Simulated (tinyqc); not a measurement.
# Long-channel MOSFET, surface-potential model: transfer curve from weak to strong inversion

n-channel transistor on a uniformly doped p-type body, gradual-channel approximation, constant mobility, Boltzmann statistics, full ionisation. Potentials are counted from the neutral body; V is the electron quasi-Fermi potential, Vsb at the source and Vsb + Vds at the drain. Charges are magnitudes per area.

ni = sqrt(Nc Nv) exp(-Eg/(2 Vt)), Eg in volts; phiF = Vt ln(Na/ni); Cox = eps0 eox/tox; gamma = sqrt(2 q eps0 eps_r Na)/Cox. The surface potential psi at channel potential V solves Vgs + Vsb - Vfb - psi = gamma sqrt(G), G = psi - Vt + Vt exp((psi - 2 phiF - V)/Vt). Charge sheet: Qi = Cox gamma [sqrt(G) - sqrt(psi - Vt)]; I = mu (W/L) [integral of Qi dpsi from psi_0 to psi_L (drift) + Vt (Qi0 - QiL) (diffusion)], with psi_0 at V = Vsb and psi_L at V = Vsb + Vds. Pao-Sah: Qi(V) = (Cox gamma/2) integral from 3 Vt to psi of exp((u - 2 phiF - V)/Vt)/sqrt(G(u, V)) du, and I = mu (W/L) integral of Qi dV from Vsb to Vsb + Vds. Square law: VT = Vfb + 2 phiF + gamma sqrt(2 phiF + Vsb), m = 1 + gamma/(2 sqrt(2 phiF + Vsb)), I = mu Cox (W/L) [(Vgs - VT) v - m v^2/2] with v the smaller of Vds and (Vgs - VT)/m, and zero below VT. gm = dI/dVgs of the charge-sheet current.

Values chosen for this exercise; material values those of a made-up semiconductor: temperature T = 350 K; band gap Eg = 1.33 eV; relative permittivity of the semiconductor eps_r = 14.2; conduction-band density of states at T Nc = 6.57e17 cm^-3; valence-band density of states at T Nv = 9.56e18 cm^-3; acceptor density of the body Na = 1.5e17 cm^-3; relative permittivity of the gate insulator eox = 24.8; insulator thickness tox = 11 nm; flat-band voltage Vfb = -0.95 V; channel mobility mu = 120 cm^2/(V s); gate width W = 5 um; gate length L = 1 um; source-body reverse bias Vsb = 1 V; drain-source voltage Vds = 0.2 V.

Constants: q = 1.602176634e-19 C, kB = 1.380649e-23 J/K, Vt = kB T/q, eps0 = 8.8541878128e-14 F/cm where lengths are in cm. Results are converted to the units shown.

Results:
```
Vgs (V),"I, charge sheet (uA)","I, Pao-Sah (uA)",drift share (%),gm/I (1/V),"I, square law (uA)"
0.19,8.384e-5,8.451e-5,0.003694,31.50,0
0.32,0.005043,0.005081,0.2215,31.48,0
0.44,0.2027,0.2053,7.640,28.87,1.372
0.56,3.230,3.355,44.50,16.85,16.39
0.69,15.94,16.74,71.17,8.721,46.63
0.81,35.46,37.22,83.38,5.075,75.38
1.06,84.61,88.00,92.12,2.453,135.3
1.19,112.0,116.0,93.90,1.909,166.4
```

Estimate the missing row, Vgs = 0.94 V.

Computed row:
```
Vgs (V),"I, charge sheet (uA)","I, Pao-Sah (uA)",drift share (%),gm/I (1/V),"I, square law (uA)"
0.94,60.20,62.90,89.33,3.296,106.5
```

With this row back in the table: The charge-sheet current rises from 8.38e-5 to 112 uA. In the first row gm/I is 31.5 1/V, a swing of 73.1 mV a decade, against Vt ln 10 = 69.4 mV a decade for an ideal gate; in the last it is 1.91 1/V. Drift passes half of the current at Vgs = 0.69 V among the rows listed (VT = 0.391 V). The charge sheet departs most from Pao-Sah at Vgs = 0.69 V, where it is 4.8 % below it. In the last row the square law is 43 % above Pao-Sah. For Vgs = 0.44 to 1.19 V the surface electron density at the source passes 0.3 Nc, where degeneracy and quantisation, left out here, matter.

Numbers from tinyqc (`OMP_NUM_THREADS=1 python tinyqc.py 2360168 2360169 out.jsonl`; about 0.07 s on one thread of a shared Intel Xeon 2.30GHz).
